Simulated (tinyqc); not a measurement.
# Crystallisation kinetics and data retention of a phase-change cell: retention against temperature

Johnson-Mehl-Avrami-Kolmogorov law X = 1 - exp(-y^n), y = integral of k dt, k = (1/100 s) exp[-(Ec q/kB)(1/T - 1/T1)].

At fixed T the state fails at t = (-ln(1 - Xf))^(1/n)/k; ten years are 3.15576e8 s.

Parameters, values chosen for the exercise; values of the order of Ge-Sb-Te and related chalcogenides: activation energy of crystallisation Ec = 2.88 eV; temperature at which the rate k is 1/(100 s) T1 = 422 K; Avrami exponent n = 1.5; crystalline share at which the state is lost Xf = 0.2.

Constants: q = 1.602176634e-19 C, kB = 1.380649e-23 J/K. Results are converted to the units shown.

Result of one run:
```
T (K)	k (1/s)	time to fail (s)
442	0.3600	1.022
```

What becomes of these results when the storage temperature T is changed from 442 to 341 K, all else the same?

Result of the changed run:
```
T (K)	k (1/s)	time to fail (s)
341	6.761e-11	5.442e9
```

The whole series:
```
T (K)	k (1/s)	time to fail (s)
326	7.439e-13	4.946e11
341	6.761e-11	5.442e9
355	3.226e-9	1.141e8
370	1.466e-7	2.509e6
384	3.948e-6	9.319e4
399	1.041e-4	3535
413	0.001780	206.7
428	0.03035	12.12
442	0.3600	1.022
```

The time to fail falls from 4.95e11 to 1.02 s, a decade every 7.66 K at the cold end; ten years need T below 351.2 K.

Range of the model: One Arrhenius rate is assumed; incubation, growth from the boundary and the non-Arrhenius kinetics of the supercooled liquid are left out.

Computed by the program tinyqc: `OMP_NUM_THREADS=1 python tinyqc.py 2490146 2490147 out.jsonl`, one thread of a shared Intel Xeon 2.30GHz, about 0.04 s for the whole run.
